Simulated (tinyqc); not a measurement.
From results back to parameters: metal-induced gap states at the contact of a metal chain and a two-band chain. Two cases, with inputs chosen for the exercise.

Problem. With gap states the barrier for electrons is phi = S (W - chi - p) + p, W being the work function of the metal, S the pinning factor and p the depth of the neutrality level below the conduction edge. The barriers for two metals come from hidden S and p, those of the chain and not of a measured contact.

Find: S, p (eV).

Method. The slope of the barrier against W is S; then p = (phi1 - S (W1 - chi))/(1 - S).

Case 1.

Values chosen (out of a larger set: gap and optical dielectric constant near those of GaN; the chain itself is a model; not measured data):
- W1 = 4.48 eV (work function of metal 1)
- W2 = 5.65 eV (of metal 2)
- chi = 3.91 eV (electron affinity)

barriers (eV): metal 1 1.13540, metal 2 1.70402

Solution.

S, p (eV): 0.486  1.670

Case 2.

Values chosen (out of a larger set: gap and optical dielectric constant near those of Ge; the chain itself is a model; not measured data):
- W1 = 4.17 eV (work function of metal 1)
- W2 = 5.17 eV (of metal 2)
- chi = 4.06 eV (electron affinity)

barriers (eV): metal 1 0.37738, metal 2 0.45538

Solution.

S, p (eV): 0.078  0.400

Computed by tinyqc, one run a case: `OMP_NUM_THREADS=1 python tinyqc.py N N+1 out.jsonl` with N = 1480436, 1480490; one thread of a shared Intel(R) Xeon(R) Processor @ 2.30GHz, about 0.01 s a run at most.
